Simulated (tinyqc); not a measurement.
Worked calculation: plane-wave Kohn-Sham cycle with exchange-only LDA in a layered model solid. One step of it, computed by the program tinyqc.

Problem. Iteration 1: levels at that k. Diagonalise the Hermitian matrix.

H (hartree):
```
           -2         -1         +0         +1         +2
-2   0.183263  -0.245000   0.000000   0.000000   0.000000
-1  -0.245000  -0.106324  -0.245000   0.000000   0.000000
+0   0.000000  -0.245000  -0.202853  -0.245000   0.000000
+1   0.000000   0.000000  -0.245000  -0.106324  -0.245000
+2   0.000000   0.000000   0.000000  -0.245000   0.183263
```

Give: eigenvalues.

Solution.

eigenvalues (hartree): -0.5425  -0.2461  0.0278  0.3231  0.3887
